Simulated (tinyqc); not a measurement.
Sensitivity of the reflectance: thin-film optics by transfer matrices.

Indices N = n + i k. Snell: N0 sin(theta) = N_j sin(theta_j), with Im(N_j cos theta_j) >= 0. Admittance y_j = N_j cos theta_j for s and N_j/cos theta_j for p. Phase delta_j = 2 pi N_j cos theta_j d_j/lambda. Layer matrix [[cos delta, -i sin delta/y], [-i y sin delta, cos delta]], multiplied from the top down to M. (B, C) = M (1, y_sub); r = (y0 B - C)/(y0 B + C), R = |r|^2, T = 4 Re y0 Re y_sub/|y0 B + C|^2, absorbed in the films 1 - R - T.

Inputs chosen for the exercise (indices near those of Si3N4, SiO2 on polySi; the results hold for these values, not for the real material): lam = 365 nm (vacuum wavelength); n0 = 1 (ambient index); n = (2.079, 1.494, 4.99) (n of Si3N4, SiO2, substrate); k = (0, 0, 2.629) (k in the same order); d = (70.1, 3) nm (thicknesses, top first); theta = 70 degrees (angle of incidence).

R for both polarisations.

Results for these values:
```
case     R_s     R_p     T_s
base  0.7416  0.2191  0.2584
```

What happens to each result for k = (0, 0, 2.902), all else kept?

Answer: R_s rises from 0.7416 to 0.7538; R_p rises from 0.2191 to 0.2353; T_s falls from 0.2584 to 0.2462.

The same for each parameter in turn:
```
case                         R_s     R_p     T_s
base                      0.7416  0.2191  0.2584
d = (75.1, 3) nm          0.7774  0.1935  0.2226
n = (2.121, 1.494, 4.99)  0.7589  0.2054  0.2411
k = (0, 0, 2.902)         0.7538  0.2353  0.2462
lam = 370 nm              0.7323  0.2242  0.2677
theta = 75 degrees        0.7921  0.2353  0.2079
```

(tinyqc, `OMP_NUM_THREADS=1 python tinyqc.py 1651960 1651961 out.jsonl`, Intel(R) Xeon(R) Processor @ 2.30GHz, 1 thread, shared host, about 0.01 s.)
